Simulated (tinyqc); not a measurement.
Substrate current against gate voltage: lateral field, substrate current, probability of reaching the oxide barrier and hot-carrier lifetime of a silicon transistor (pseudo-two-dimensional and lucky-electron models). Computed by tinyqc, a small Python program. Command: `OMP_NUM_THREADS=1 python tinyqc.py 3025628 3025629 out.jsonl hotcar walk`. One thread of a shared host (Intel(R) Xeon(R) Processor @ 2.30GHz), about 0.04 s of CPU time with the checks.

Local-field models: a lucky carrier gains its energy at the peak field over a path free of collisions. Voltages are magnitudes.

Inputs (values chosen for the exercise, modelled on a silicon n-channel):

| quantity | value | unit |
|---|---|---|
| channel length L | 310 | nm |
| oxide thickness t | 7.4 | nm |
| junction depth x_j | 63 | nm |
| mobility mu | 340 | cm^2/(V s) |
| saturation velocity v_s | 0.84 | 1e7 cm/s |
| threshold voltage V_T | 0.68 | V |
| drain voltage V_D | 3.7 | V |
| ionisation prefactor A_i | 2.2e+06 | 1/cm |
| ionisation field B_i | 1.76 | MV/cm |
| hot-carrier mean free path lambda | 7.8 | nm |
| oxide barrier phi_b | 3.1 | eV |
| interface-trap threshold phi_it | 3.6 | eV |
| lifetime constant H | 30 | s microampere/micrometre |
| length of the depleted extension L_n | 26 | nm |

Drain: lightly doped extension.

Constants: eps_0 = 8.8541878128e-12 F/m.

Method:
- C_ox = 3.9 eps_0/t; F_sat = 2 v_s/mu; V_Dsat = V_ov F_sat L/(V_ov + F_sat L), V_ov = V_G - V_T; I_D/W = C_ox v_s (V_ov - V_Dsat).
- Scale length l = 0.22 t^(1/3) x_j^(1/2) (all in cm); F_m = sqrt(((V_D - V_Dsat)/l_e)^2 + F_sat^2), with l_e = l + L_n; length of the velocity-saturated region l_e ln((V_D - V_Dsat)/(l_e F_sat) + F_m/F_sat).
- Substrate current I_sub/I_D = (A_i/B_i)(V_D - V_Dsat) exp(-B_i/F_m); probability of reaching the oxide barrier exp(-phi_b/(e lambda F_m)); lifetime tau = (H/(I_D/W)) exp(phi_it/(e lambda F_m)).

At the given drain voltage:

| V_G (V) | V_Dsat (V) | I_D/W (microampere/micrometre) | F_m (kV/cm) | I_sub/W (microampere/micrometre) | tau (s) |
|---|---|---|---|---|---|
| 0.85 | 0.1530 | 6.66 | 469.64 | 0.696 | 83531 |
| 1.00 | 0.2647 | 21.68 | 455.02 | 1.945 | 35178 |
| 1.30 | 0.4414 | 70.02 | 431.91 | 4.847 | 18740 |
| 1.60 | 0.5748 | 135.32 | 414.46 | 7.567 | 15206 |
| 2.00 | 0.7090 | 239.49 | 396.92 | 10.624 | 14055 |
| 2.50 | 0.8317 | 387.37 | 380.89 | 13.673 | 14175 |
| 3.10 | 0.9380 | 580.90 | 367.02 | 16.580 | 14944 |
| 3.60 | 1.0047 | 750.75 | 358.32 | 18.613 | 15691 |
| 4.10 | 1.0579 | 925.88 | 351.38 | 20.422 | 16409 |

What follows from these numbers?

I_sub rises over the whole table: the growing drain current outweighs the fall of F_m. The shortest lifetime among the rows lies at V_G = 2 V, below that of the largest I_sub, since tau depends more steeply on the field.

Extremes, crossings and ranges named in words are read from the listed rows.
